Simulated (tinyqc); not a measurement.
# Crystallisation kinetics and data retention of a phase-change cell: what changes with what

Johnson-Mehl-Avrami-Kolmogorov law X = 1 - exp(-y^n), y = integral of k dt, k = (1/100 s) exp[-(Ec q/kB)(1/T - 1/T1)].

Inputs (values chosen for the exercise); values of the order of Ge-Sb-Te and related chalcogenides:
- Ec = 2.01 eV (activation energy of crystallisation)
- T1 = 447 K (temperature at which the rate k is 1/(100 s))
- n = 3 (Avrami exponent)
- Xf = 0.5 (crystalline share at which the state is lost)
- T = 328 K (storage temperature)

Constants: q = 1.602176634e-19 C, kB = 1.380649e-23 J/K. Results are converted to the units shown.

Each table varies one quantity; the others keep the values above.

## Kissinger analysis

Tp is the temperature of the largest dX/dt on a ramp of rate b (b in K/min in the logarithm).

Kissinger analysis:

| b (K/min) | Tp (K) | q/kB Tp (1/eV) | ln(b/Tp^2) | X at the peak |
|---|---|---|---|---|
| 0.5 | 428.8 | 27.06 | -12.82 | 0.6278 |
| 1 | 434.1 | 26.73 | -12.15 | 0.6278 |
| 2 | 439.6 | 26.40 | -11.48 | 0.6277 |
| 5 | 447.0 | 25.96 | -10.60 | 0.6276 |
| 10 | 452.8 | 25.63 | -9.928 | 0.6276 |
| 20 | 458.8 | 25.29 | -9.261 | 0.6275 |
| 50 | 466.9 | 24.86 | -8.380 | 0.6275 |
| 100 | 473.2 | 24.52 | -7.714 | 0.6274 |

Tp rises from 429 to 473 K. The slope of ln(b/Tp^2) against q/kB Tp between the end rows is -2.009 eV, against Ec = 2.01 eV, and X at the peak stays near 1 - 1/e = 0.632 (0.628 to 0.627).

## Effect of the activation energy at a fixed measured point

Same model as above.

At fixed T the state fails at t = (-ln(1 - Xf))^(1/n)/k; ten years are 3.15576e8 s. k at T1 is held.

Result of one run:

| Ec (eV) | temperature for ten years (K) | time to fail at T (years) |
|---|---|---|
| 2.7 | 367.83 | 3.1060e5 |

What becomes of these results when the activation energy of crystallisation Ec is changed from 2.7 to 3.3 eV, all else the same?

Result of the changed run:

| Ec (eV) | temperature for ten years (K) | time to fail at T (years) |
|---|---|---|
| 3.3 | 380.07 | 8.8411e7 |

The whole series:

| Ec (eV) | temperature for ten years (K) | time to fail at T (years) |
|---|---|---|
| 1.5 | 322.18 | 3.8335 |
| 1.8 | 337.91 | 64.677 |
| 2.1 | 350.11 | 1091.2 |
| 2.4 | 359.86 | 18410 |
| 2.7 | 367.83 | 3.1060e5 |
| 3 | 374.46 | 5.2403e6 |
| 3.3 | 380.07 | 8.8411e7 |
| 3.6 | 384.87 | 1.4916e9 |

The ten-year temperature rises from 322 to 385 K, and the projected life at 328 K spans 8.59 decades: an error of 0.1 eV changes it by a factor of 2.56.

Range of the model: One Arrhenius rate is assumed; incubation, growth from the boundary and the non-Arrhenius kinetics of the supercooled liquid are left out.

Computed by the program tinyqc: `OMP_NUM_THREADS=1 python tinyqc.py 2490141 2490142 out.jsonl`, one thread of a shared Intel Xeon 2.30GHz, about 0.02 s for the whole run.
